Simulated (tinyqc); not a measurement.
Decay of LO phonons and the hot-phonon bottleneck in the cooling of electrons: one step, computed by the program tinyqc. Command: `OMP_NUM_THREADS=1 python tinyqc.py 3008499 3008500 out.jsonl hotphonon walk`. One thread of a shared host (Intel(R) Xeon(R) Processor @ 2.30GHz), about 0.01 s of CPU time with the checks.

n(E, T) = 1/(exp(E/(k_B T)) - 1) is the Bose occupation. Electrons have a temperature T_e; the LO modes within their reach share one occupation N; the decay products stay at the lattice temperature.

Problem. Lifetime and Raman width. Decay rate 1/tau = (1/tau_0) [1 + n(f hbar omega) + n((1 - f) hbar omega)]. Full width Gamma = 1/(2 pi c tau) in 1/cm, c in cm/s.

Inputs (values chosen for the exercise, modelled on zinc oxide):
```
quantity                                     value  unit
LO energy hbar omega                          69.9   meV
lifetime at T = 0, tau_0                       1.8    ps
share f of the energy in the softer product   0.25     -
lattice temperature T                          150     K
```

Decay channel: two unequal phonons (Ridley).

Constants: k_B = 8.617333262e-05 eV/K; c = 299792458 m/s.

Give: thermal factor tau_0/tau; phonon lifetime tau; Raman width Gamma; equilibrium LO occupation N_0.

Solution.

thermal factor tau_0/tau = 1.367

phonon lifetime tau = 1.317 ps

Raman width Gamma = 4.031 1/cm

equilibrium LO occupation N_0 = 0.004502

Stimulated decay shortens the lifetime by 27 %.
